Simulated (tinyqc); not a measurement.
Band bending at a free surface with a continuum of surface states, surface photovoltage and Kelvin probe: two steps of the calculation.

n-type bulk, xi = Ec - EF = Vt ln(Nc/Nd), p0 = ni^2/Nd, ni = sqrt(Nc Nv) exp(-Eg/(2 Vt)), Eg in volts. b is the upward band bending, u = b/Vt. Space charge per area, in units of q: Qc = sign(b) sqrt((2 eps0 eps_r Vt/q) [(Nd + dn)(exp(-u) - 1) + Nd u + (p0 + dn)(exp(u) - 1)]), with dn the excess density under light (flat quasi-Fermi levels; 0 in the dark). The states hold -Ds (E0 - xi - b): negative while the Fermi level lies above the neutrality level. Neutrality: Qc + Qf + (charge of the states) = 0.

Inputs (values chosen for the exercise); band and dielectric values close to those of gallium arsenide:
```
symbol    value         unit                                                    meaning
T           300            K                                                temperature
Eg         1.44           eV                                                   band gap
eps_r      12.9                                                   relative permittivity
Nc      4.34e17        cm^-3                     conduction-band density of states at T
Nv      8.89e18        cm^-3                        valence-band density of states at T
chi           4           eV                                          electron affinity
Nd       1.2e15        cm^-3                                              donor density
Qf       1.3e10        cm^-2                       fixed positive charge at the surface
Ds       3.3e12  cm^-2 eV^-1                                  density of surface states
E0         0.37           eV  depth of their neutrality level below the conduction edge
```

Constants: q = 1.602176634e-19 C, kB = 1.380649e-23 J/K, Vt = kB T/q, eps0 = 8.8541878128e-14 F/cm where lengths are in cm. Results are converted to the units shown.

Question 1. Bulk quantities. xi, ni, p0, the Debye length sqrt(eps0 eps_r Vt/(q Nd)) and the flat-band work function chi + xi.

Wanted: xi; ni; p0; Debye length; chi + xi.

Answer 1.

xi = 0.1523 eV
ni = 1.577e6 cm^-3
p0 = 0.002071 cm^-3
Debye length = 123.9 nm
chi + xi = 4.152 eV

Question 2. Band bending in the dark. Fixed-point step: b(new) = E0 - xi - (Qc(b) + Qf)/Ds.

b after iteration 1 = 0.19872267 V

Find: b after iteration 2.

Answer 2.

b after iteration 2 = 0.19729 V

tinyqc, about 0.01 s, one thread, Intel Xeon 2.30GHz (shared host): `OMP_NUM_THREADS=1 python tinyqc.py 2430092 2430093 out.jsonl`
